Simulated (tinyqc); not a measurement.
Worked calculation: six-band k.p model of the valence band of a wurtzite crystal. Values are carried at full precision from step to step, so a last printed digit may differ when a step is redone from the rounded ones.

At k = 0: E1 = D1c + D2c + Te + Le (pure HH); E2, E3 = Le + u +/- sqrt(u^2 + 2 D3c^2), u = (D1c - D2c + Te)/2, D1c = Dcr, D2c = D3c = Dso/3. The weight of LH in state 2 is fL = (E2 - Le)^2/((E2 - Le)^2 + 2 D3c^2). Relative strengths of transitions to the conduction band: for E perpendicular to c (TE) 1/2, fL/2, (1 - fL)/2; for E along c (TM) 0, 1 - fL, fL, with one momentum element for both directions.

Constants: hc = 1239.841984 eV nm; hbar^2/2m0 = 3.80998211 eV angstrom^2.

Inputs chosen for the exercise (of the order of those of hexagonal CdS; not measured data): Dcr = 0.0302 eV (crystal-field splitting); Dso = 0.0681 eV (spin-orbit splitting); e_par = 0.011 (exx = eyy of a c-plane layer); D1 = -0.99 eV; D2 = 1.01 eV; D3 = 1.34 eV; D4 = -2.84 eV; C13 = 53 GPa; C33 = 98 GPa; Eg = 2.606 eV (direct gap at Gamma from the top of the unstrained valence band); a1 = -2.71 eV (gap potential along c); a2 = -4.72 eV (gap potential in the plane); A1 = -4.35; A2 = -0.41; A3 = 3.89; A4 = -1.92; A5 = -1.91; A6 = -2.4; kt = 0.026 1/angstrom (in-plane wave vector); kz = 0 1/angstrom (wave vector along c); kmax = 0.15 1/angstrom (end of the path).

## Edges without strain

Set Le = Te = 0.

E1, E2, E3 without strain (eV): 0.0529  0.0361  -0.0286

fL = 0.5580

edges from the top (eV): 0.0000  -0.0168  -0.0815

The top is state 1 (HH), TE light alone.

## Strain terms

Strain of a c-plane layer: exx = eyy = e_par, ezz = -2 (C13/C33) e_par; Le = D1 ezz + D2 (exx + eyy), Te = D3 ezz + D4 (exx + eyy).

Form ezz, Le and Te.

ezz = -0.011898
Le (strain shift of all three valence states) = 0.03400 eV
Te (further shift of HH and LH) = -0.07842 eV

## Edges and polarisation under strain

Use Le and Te.

E1, E2, E3 under strain (eV): 0.0085  0.0464  -0.0493

fL = 0.1293

Relative strengths:
```
state     TE     TM
1      0.500  0.000
2      0.065  0.871
3      0.435  0.129
```

The top is state 2, 87 % CH, which favours TM light; the next state lies 37.9 meV lower.

## Transition energies

Conduction edge: Ec = (top of the unstrained valence band) + Eg + (a1 + D1) ezz + (a2 + D2)(exx + eyy).

Ec minus each strained valence edge (state 1 is HH, states 2 and 3 are mixtures of LH and CH); wavelength hc/E of the lowest.

Ec = 2.6213 eV

transitions to states 1, 2, 3 (eV): 2.6128  2.5749  2.6706

wavelength = 481.5 nm

Strain moves the lowest transition by -31 meV. The deformation potentials of this set are rough, and this small net shift can differ from measurement even in sign.

## The block at one k

Block form of the six-band Hamiltonian (electron energies, z along c, kt the in-plane wave vector, c0 = hbar^2/2m0): H = [[F, K, -iW], [K, G, D - iW], [iW, D + iW, L]] in the basis HH, LH, CH; the other block is its conjugate and has the same levels. F = D1c + D2c + L + T, G = D1c - D2c + L + T, D = sqrt(2) D3c, with D1c = Dcr, D2c = D3c = Dso/3; L = c0 (A1 kz^2 + A2 kt^2) + Le, T = c0 (A3 kz^2 + A4 kt^2) + Te, K = c0 A5 kt^2, W = c0 A6 kt kz. The zero of energy is the CH state without spin-orbit coupling and strain; the term linear in k is left out.

Fill in the matrix.

H(k) (eV), lower triangle:
```
         HH       LH      CH
HH   0.0025
LH  -0.0049  -0.0429
CH        0   0.0321  0.0329
```

## Levels and weights

H is one of the two 3 x 3 blocks into which the six-band matrix falls, in the basis HH, LH, CH of the unmixed zone-centre states. Diagonalise it.

levels from the top (eV): 0.0448  0.0028  -0.0551

weights:
```
      top  second  third
HH  0.002   0.992  0.006
LH  0.119   0.004  0.877
CH  0.879   0.004  0.117
```

## Bands in the plane and along c

Six points from 0 to kmax each way.

Levels (eV):
```
|k| (1/angstrom)  top, in plane   second    third  top, along c  second, along c  third, along c
0.000                    0.0464   0.0085  -0.0493        0.0464           0.0085         -0.0493
0.030                    0.0443   0.0010  -0.0571        0.0334           0.0069         -0.0528
0.060                    0.0390  -0.0147  -0.0883        0.0022          -0.0012         -0.0677
0.090                    0.0313  -0.0289  -0.1534       -0.0057          -0.0353         -0.1161
0.120                    0.0211  -0.0420  -0.2517       -0.0168          -0.0553         -0.2116
0.150                    0.0082  -0.0564  -0.3808       -0.0310          -0.0725         -0.3428
```

Along c the HH state has the mass -1/(A1 + A3) = 2.17 and the CH state -1/A1 = 0.230; in the plane, far from the edge, the masses tend to -1/(A2 + A4 - A5) = 2.38, -1/(A2 + A4 + A5) = 0.236 and -1/A2 = 2.44.

## Checks

- Closed-form edges against the diagonalisation at k = 0: they agree to 1e-10 or better.

Run: tinyqc, `OMP_NUM_THREADS=1 python tinyqc.py 1080114 1080115 out.jsonl`; Intel(R) Xeon(R) Processor @ 2.30GHz, one thread, shared host; about 0.01 s of CPU time with all checks.
